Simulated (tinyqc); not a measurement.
Gap voltage and exponent from three temperatures.

Inverse problem. At constant current VBE(T) = Vg0 - a T - eta (kB T/q) ln T, where a is a constant. Find Vg0, eta and dVBE/dT at the middle temperature.

Constants: q = 1.602176634e-19 C, kB = 1.380649e-23 J/K. Results are converted to the units shown.

T (K): [300, 330, 360]
VBE at a constant current (V): [0.5616752299, 0.4909592635, 0.4192548566]

Answer. The relation is linear in Vg0, a and eta, so three points give a linear system; the slope is (VBE - Vg0 - eta kB T/q)/T. eta rests on the curvature of VBE(T) alone, so real fits need accuracy of some tens of microvolts or better.

Vg0 = 1.155 V
eta = 4.200
dVBE/dT = -2.374 mV/K

Computed by the program tinyqc: `OMP_NUM_THREADS=1 python tinyqc.py 2062003 2062004 out.jsonl`, one thread of a shared Intel Xeon 2.30GHz, about 0.02 s for the whole run.
